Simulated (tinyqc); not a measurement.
Thin-film transistor with exponential tail and deep states, accumulation layer: two steps of the calculation.

An undoped film in accumulation, thicker than the space-charge layer. With band bending psi the Fermi level lies E0 - psi below the band edge. Free electrons n = n0 exp(psi/Vt) carry the current; electrons in two exponential distributions of traps, a = a0 exp(psi/Va) and d = d0 exp(psi/Vp), do not. Linear regime, ohmic contacts, traps in equilibrium.

Values chosen for this exercise; values close to those of an organic semiconductor:
```
symbol,value,unit,meaning
T,290,K,temperature
eps_r,3.2,,relative permittivity of the semiconductor
Nc,9.5e19,cm^-3,density of extended states
mb,2.9,cm^2/(V s),band mobility
Nt,9.4e19,cm^-3,total density of tail states
Tt,460,K,characteristic temperature of the tail
Nd,3e17,cm^-3,total density of deep states
Td,1300,K,characteristic temperature of the deep states
E0,0.55,eV,bulk Fermi level below the band edge
Ci,12,nF/cm^2,gate capacitance
WL,10,,ratio W/L
Vd,0.05,V,drain voltage
Vg,34,V,gate voltage above flat band
```

Constants: q = 1.602176634e-19 C, kB = 1.380649e-23 J/K, Vt = kB T/q, eps0 = 8.8541878128e-14 F/cm where lengths are in cm. Results are converted to the units shown.

Question 1. Bulk densities. Va = kB Tt/q, Vp = kB Td/q; n0 = Nc exp(-E0/Vt), a0 = Nt th(T/Tt) exp(-E0/Va), d0 = Nd th(T/Td) exp(-E0/Vp), th(x) = pi x/sin(pi x).

Find: Va; Vp; th(T/Tt); n0; a0; d0.

Answer 1.

Va = 0.039640 V
Vp = 0.11203 V
th(T/Tt) = 2.1593
n0 = 2.6274e10 cm^-3
a0 = 1.9126e14 cm^-3
d0 = 2.4047e15 cm^-3

Question 2. Free and total charge, current. Va = kB Tt/q, Vp = kB Td/q. G(psi) = sum over the three kinds of c0 [V (exp(psi/V) - 1) - psi], field F = sqrt(2 q G/(eps0 eps_r)); Vg = psi + eps0 eps_r F/Ci at the surface. Total charge Q = Ci (Vg - psi_s); free charge Qf = q times the integral of n0 (exp(psi/Vt) - 1)/F over psi from 0 to psi_s; I = (W/L) mb Qf Vd; effective mobility mb Qf/Q.

psi_s = 0.485539313 V
n0 = 2.62738429e10 cm^-3
a0 = 1.91261145e14 cm^-3
d0 = 2.40468650e15 cm^-3

Wanted: surface densities; Q; Qf; effective mobility; I.

Answer 2.

surface densities (cm^-3): free 7.2026e18, tail 3.9922e19, deep 1.8339e17
Q = 402.17 nC/cm^2
Qf = 30.014 nC/cm^2
effective mobility = 0.21643 cm^2/(V s)
I = 43.520 nA

Computed by the program tinyqc: `OMP_NUM_THREADS=1 python tinyqc.py 2610054 2610055 out.jsonl`, one thread of a shared Intel Xeon 2.30GHz, about 0.02 s for the whole run.
